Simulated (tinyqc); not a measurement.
# Solid solubility of a dopant against its melt (retrograde solidus), clustering and the electrically active fraction, step by step

A worked calculation. Computed by tinyqc, a small Python program that keeps every step. Command: `OMP_NUM_THREADS=1 python tinyqc.py 3013584 3013585 out.jsonl retro walk`. One thread of a shared host (Intel(R) Xeon(R) Processor @ 2.30GHz), about 0.01 s of CPU time with the checks. Intermediate numbers are printed to about 6 digits and carried at full precision; extremes and crossings named in words are read from the listed rows.

Inputs (values chosen for the exercise, for a model dopant):
```
quantity                                       value            unit
melting point of the host T_m                   1687               K
heat of melting of the host H_f                 50.2          kJ/mol
interaction L of the melt                         12          kJ/mol
enthalpy of transfer from melt to solid H      0.909              eV
entropy of transfer S                          -2.21             k_B
site density N0                                5e+22          1/cm^3
temperature T                                   1140               K
total dopant density N_t                     2.4e+21          1/cm^3
atoms per cluster m                                3               -
cluster scale N* at 1273 K                   3.5e+20          1/cm^3
activation energy E_b of the cluster scale       0.4              eV
anneal temperature T_a                          1300               K
prefactor of n_i                            3.83e+16  1/(cm^3 K^1.5)
energy E_i in n_i                              0.606              eV
mobility mu                                       70      cm^2/(V s)
```

Clustering: clusters that take up free electrons.

Constants: R = 8.314462618 J/(mol K); k_B = 8.617333262e-05 eV/K; e = 1.602176634e-19 C; N_A = 6.02214076e+23 1/mol.

## Liquidus and solidus at T

x_l and x_s are atom fractions of the dopant in melt and solid; the solid is dilute. Liquidus of the host: R T ln(1 - x_l) + L x_l^2 = -H_f (1 - T/T_m). Distribution: k = x_s/x_l = exp[L (1 - x_l)^2/(R T)] exp(S/k_B - H/(k_B T)), the first factor being the activity coefficient in the melt. Solubility = x_s N0; at T_m x_l = 0.

x_l = 0.941552

distribution coefficient k = 1.05567e-05

x_s = 9.93967e-06

solubility = 4.96983e+17 1/cm^3

k at the melting point = 4.96813e-04

k has changed by a factor 0.021 from its value at T_m, while x_l has grown from 0 to 0.942.

## The retrograde maximum

The largest x_s N0 between 900 K and T_m. For an ideal melt with constant heats the maximum has x_l = H_f/(H + H_f), H in the same units.

temperature of the maximum = 1538.01 K

largest solubility = 3.16169e+18 1/cm^3

x_l there = 0.384614

ideal-melt value H_f/(H + H_f) = 0.364018

The maximum lies 149 K below T_m: above it the melt runs out of dopant, below it k falls as exp(-H/(k_B T)).

## The solidus

The formulas are those given above.

Against temperature:
```
T (K)       x_l            k  solubility (1/cm^3)  over the maximum
1000   0.978521  2.87965e-06          1.40890e+17          0.044562
1100   0.955273  7.52766e-06          3.59548e+17          0.113720
1200   0.914401  1.68424e-05          7.70037e+17          0.243552
1300   0.843639  3.37310e-05          1.42284e+18          0.450025
1400   0.717657  6.36274e-05          2.28313e+18          0.722124
1500   0.493768  1.23934e-04          3.05974e+18          0.967754
1580   0.263442  2.26968e-04          2.98964e+18          0.945584
1640   0.106435  3.56441e-04          1.89690e+18          0.599964
1675   0.025876  4.57388e-04          5.91778e+17          0.187171
```

Between the first rows the Arrhenius energy of the solubility is 0.89 eV, against H = 0.909 eV; it shrinks to zero at 1538 K and turns negative beyond. A crystal saturated at the maximum precipitates dopant-rich liquid on cooling and on heating alike. Below a eutectic or compound temperature another phase would set the limit.

## Active fraction after the anneal

A highly soluble donor (another dopant than that of the solidus) is limited by clustering. Donors N_a are active, and clusters hold m atoms each: N_t = N_a + m C, m C = N* (N_a/N*)^m (n/N*)^m, each atom taking one electron, n = N_a/2 + sqrt(N_a^2/4 + n_i^2), n_i = prefactor x T^1.5 exp(-E_i/(k_B T)), with N*(T) = N*(1273 K) exp[-(E_b/k_B)(1/T - 1/1273)]. Resistivity = 1/(e mu N_a).

N*(T_a) = 3.77536e+20 1/cm^3

active density N_a = 4.94401e+20 1/cm^3

active fraction = 0.206001

resistivity = 0.180348 milliohm cm

Doubling the dose would raise N_a by only 14 %. Caution: this clustering law is a generic form; degeneracy and a doping-dependent mobility are left out.

## Active against total

A highly soluble donor (another dopant than that of the solidus) is limited by clustering. Donors N_a are active, and clusters hold m atoms each: N_t = N_a + m C, m C = N* (N_a/N*)^m (n/N*)^m, each atom taking one electron, n = N_a/2 + sqrt(N_a^2/4 + n_i^2), n_i = prefactor x T^1.5 exp(-E_i/(k_B T)), with N*(T) = N*(1273 K) exp[-(E_b/k_B)(1/T - 1/1273)].

Active density (1/cm^3):
```
N_t (1/cm^3)   N_a at T_a  fraction  N_a at T_a + 150 K  N_a at T_a - 150 K
1.00e+19      1.00000e+19  1.000000         1.00000e+19         1.00000e+19
3.00e+19      2.99999e+19  0.999996         3.00000e+19         2.99990e+19
1.00e+20      9.98681e+19  0.998681         9.99778e+19         9.87545e+19
2.00e+20      1.93187e+20  0.965936         1.98708e+20         1.68898e+20
5.00e+20      3.30324e+20  0.660648         4.06606e+20         2.40553e+20
1.00e+21      4.06968e+20  0.406968         5.32067e+20         2.84849e+20
2.00e+21      4.76306e+20  0.238153         6.36015e+20         3.28162e+20
5.00e+21      5.69077e+20  0.113815         7.68186e+20         3.88627e+20
```

The exponent d ln N_a/d ln N_t falls from 1.00 to 0.19, towards 1/(2m) = 0.167. At the highest dose a 150 K hotter anneal gives 1.35 times the active density, and a later step 150 K cooler would cut it to 0.68 if it ran to equilibrium: short hot anneals come last.

Checks made by the program: the ideal-melt maximum (relative difference 2e-08).
